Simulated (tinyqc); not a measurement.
SiGe-base heterojunction bipolar transistor, Gummel numbers and transit times: one step of the calculation.

One-dimensional n-p-n transistor in the forward active mode at low injection. In the base p(x) = NB exp(-eta x/wb) and ni(x)^2 = ni^2 exp((g0 + g1 x/wb)/Vt); electrons leave the base at vsat; band spikes at the emitter junction and recombination inside the emitter are ignored.

Problem. Base Gummel number and transit time. f(x) = p(x) ni^2/ni(x)^2; I(x) = integral from x to wb of f/Dn, plus f(wb)/vsat; base Gummel number GB = I(0); electron density per unit flux n/(J/q) = I/f; base transit time tauB = integral of I/f over the base. Trapezoid rule on 8 equal steps.

Inputs (values chosen for the exercise); band and dielectric values close to those of silicon:
```
symbol,value,unit,meaning
T,250,K,temperature
vsat,9.88e6,cm/s,saturation velocity
wb,43,nm,neutral base width
NB,1.3e19,cm^-3,base doping at the emitter edge
eta,0,,doping falls as exp(-eta x/wb)
g0,0.066,eV,gap reduction at the emitter edge of the base
g1,0.022,eV,further gap reduction across the base (linear)
Dn,5,cm^2/s,electron diffusion coefficient in the base
```

Constants: q = 1.602176634e-19 C, kB = 1.380649e-23 J/K, Vt = kB T/q. Results are converted to the units shown.

Wanted: x; f; I; I/f; GB; tauB.

Solution.

x, point 0 to 8 (nm): [0.000, 5.375, 10.750, 16.125, 21.500, 26.875, 32.250, 37.625, 43.000]
f, point 0 to 8 (cm^-3): [6.0735e17, 5.3457e17, 4.7051e17, 4.1412e17, 3.6450e17, 3.2081e17, 2.8237e17, 2.4853e17, 2.1875e17]
I, point 0 to 8 (s/cm^4): [3.4985e11, 2.8847e11, 2.3445e11, 1.8690e11, 1.4505e11, 1.0821e11, 7.5792e10, 4.7256e10, 2.2140e10]
I/f, point 0 to 8 (s/cm): [5.7602e-7, 5.3963e-7, 4.9829e-7, 4.5131e-7, 3.9794e-7, 3.3731e-7, 2.6842e-7, 1.9014e-7, 1.0121e-7]
GB = 3.4985e11 s/cm^4
tauB = 1.6241 ps

Range of the model: Heavy doping makes emitter or base degenerate; gE and g0 are to be read as apparent gap changes that include this.

Computed by the program tinyqc: `OMP_NUM_THREADS=1 python tinyqc.py 2320162 2320163 out.jsonl`, one thread of a shared Intel Xeon 2.30GHz, about 0.01 s for the whole run.
